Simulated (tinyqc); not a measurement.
Input admittance of a MOSFET at zero drain bias: distributed channel and distributed gate: two steps of the calculation.

Source and drain grounded, strong inversion, w = 2 pi f, Cox = eps0 eox/tox. The channel is an RC line of resistance 1/(mu Cox Vo) per square fed from both ends, so one finger has the intrinsic admittance y = i w Cox L tanh(g)/g per width, g = (1/2) sqrt(i w tau), tau = L^2/(mu Vo). The vertical resistance rv/L is in series with y, the overlaps 2 i w Cov in parallel: y_t = 1/(1/y + rv/L) + 2 i w Cov. The gate strip is a line of Rsh/L per length loaded by y_t, so a finger has Y = y_t Wf tanh(k)/k, k = (Wf/sd) sqrt(y_t Rsh/L); the device has Nf Y.

Parameters, values chosen for the exercise; values of the order met in silicon radio-frequency transistors:
```
symbol  value        unit                                                                 meaning
eox       3.9              relative permittivity of the gate insulator (close to silicon dioxide)
tox       2.2          nm                                                     insulator thickness
L        0.43          um                                                          channel length
Wf        1.6          um                                                            finger width
Nf         64                                                                   number of fingers
mu        100  cm^2/(V s)                                                        channel mobility
Vo       0.45           V                                                          gate overdrive
Rsh       3.3  ohm/square                                            sheet resistance of the gate
rv          0    ohm um^2                                  vertical resistivity of the gate stack
sd          2                                       number of ends at which a finger is contacted
Cov      0.18       fF/um                             overlap and fringe capacitance on each side
f         6.2         GHz                                                               frequency
```

Constants: eps0 = 8.8541878128e-14 F/cm where lengths are in cm. Results are converted to the units shown.

Question 1. Low-frequency resistances and capacitance. Low-frequency limits, with c = Cox L and ct = c + 2 Cov: R_strip = Rsh Wf/(3 sd^2 L Nf), R_ch = (c/ct)^2 L/(12 mu Cox Vo Wf Nf), R_vert = (c/ct)^2 rv/(L Wf Nf), C = ct Wf Nf.

Find: parts; sum; C; 1/(2 pi R C).

Answer 1.

parts (ohm): strip 0.01599, channel 4.465, vertical 0
sum = 4.481 ohm
C = 728.0 fF
1/(2 pi R C) = 48.79 GHz

The channel term is the largest, 99.6 % of the sum.

Question 2. Admittance of the channel and stack per width. tau, g, c = Cox L, y and y_t as defined.

Find: tau; g; c; y; y_t.

Answer 2.

tau = 41.09 ps
g = 0.4473+0.4473i
c = 6.749 fF/um
y = 34.2+257.5i uS/um
y_t = 34.2+271.5i uS/um

w tau = 1.60, and Im y is 0.979 of w c.

Numbers from tinyqc (`OMP_NUM_THREADS=1 python tinyqc.py 2262204 2262205 out.jsonl`; about 0.01 s on one thread of a shared Intel Xeon 2.30GHz).
